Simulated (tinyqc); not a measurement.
Inside a calculation. Model: frequency dispersion of an accumulation capacitance by border traps, distributed model.

Program tinyqc, `OMP_NUM_THREADS=1 python tinyqc.py 2202021 2202022 out.jsonl`; Intel Xeon 2.30GHz, shared host, one thread, about 0.5 s. Printed values are rounded.

Traps spread evenly through the insulator exchange electrons with the semiconductor by tunnelling, with tau(x) = t0 exp(2 ka x) at depth x from the interface. The admittance per area Y seen at depth x obeys dY/dx = -Y^2/(i w eps0 eox) + q Nb ln(1 + i w tau)/tau, with Y(0) = i w Cs and w = 2 pi f; the gate sees Y(tox) = G + i w C. Working variable y = Y/(i w), in uF/cm^2. Cox = eps0 eox/tox.

Values chosen for this exercise; permittivity close to that of aluminium oxide:
```
symbol,value,unit,meaning
eox,8.74,,relative permittivity of the insulator
tox,8.4,nm,insulator thickness
Cs,1.5,uF/cm^2,semiconductor capacitance in accumulation
Nb,4e19,cm^-3 eV^-1,density of border traps
ka,3.3,1/nm,decay constant of the wave function in the insulator
t0,4e-11,s,time constant of a trap at the interface
f,1e6,Hz,frequency
xe,2,nm,depth down to which the steps are taken
```

Constants: q = 1.602176634e-19 C, eps0 = 8.8541878128e-14 F/cm where lengths are in cm. Results are converted to the units shown.

## Scales and lumped estimate

Cox; trap-free value 1/(1/Cox + 1/Cs); response depth d = ln(1/(w t0))/(2 ka), where w tau = 1; lumped estimate: all traps within d act as C_bt = q Nb d placed at d/2, so C = 1/{1/[1/(1/Cs + d/(2 eps0 eox)) + C_bt] + (tox - d/2)/(eps0 eox)}.

Cox = 0.921257 uF/cm^2
trap-free C = 0.570731 uF/cm^2
d = 1.25587 nm
C_bt = 0.804851 uF/cm^2
lumped C = 0.679734 uF/cm^2

The traps within reach amount to 0.537 Cs and lie in the first 15.0 % of the insulator.

## Midpoint steps through the active depth

In terms of y: dy/dx = -y^2/(eps0 eox) + s(x), s = q Nb ln(1 + z)/z, z = i w tau. 10 midpoint steps of h = xe/10: y_half = y + (h/2) y'(x, y), y(new) = y + h y'(x + h/2, y_half).

```
point  x (nm)    s (uF/(cm^2 nm))       y (uF/cm^2)
0           0  0.640871-0.000081i  1.50000+0.00000i
1         0.2  0.640870-0.000301i  1.56728-0.00003i
2         0.4  0.640868-0.001129i  1.62932-0.00014i
3         0.6  0.640834-0.004224i  1.68635-0.00056i
4         0.8  0.640351-0.015795i  1.73860-0.00211i
5           1  0.633725-0.058212i  1.78601-0.00787i
6         1.2  0.560685-0.181113i  1.82461-0.02818i
7         1.4  0.297593-0.252686i  1.82637-0.07306i
8         1.6  0.097073-0.150542i  1.77680-0.10590i
9         1.8  0.027261-0.063446i  1.70875-0.11547i
10          2  0.007378-0.023176i  1.63952-0.11313i
```

## Capacitance and conductance at the gate

y at xe = 1.63952-0.11313i uF/cm^2

Beyond xe the traps are ignored, so 1/y(tox) = 1/y(xe) + (tox - xe)/(eps0 eox); C = Re y, G/w = -Im y, loss tangent G/(w C).

y at the gate = 0.696722-0.020351i uF/cm^2
C = 0.696722 uF/cm^2
G/w = 0.0203510 uF/cm^2
loss tangent = 0.0292097

A fine integration over the whole insulator gives C = 0.69733 and G/w = 0.02112 uF/cm^2; the coarse G/w is 3.6 % below that. The fine C is 22 % above the trap-free value, and the lumped estimate is 2.5 % below the fine result.
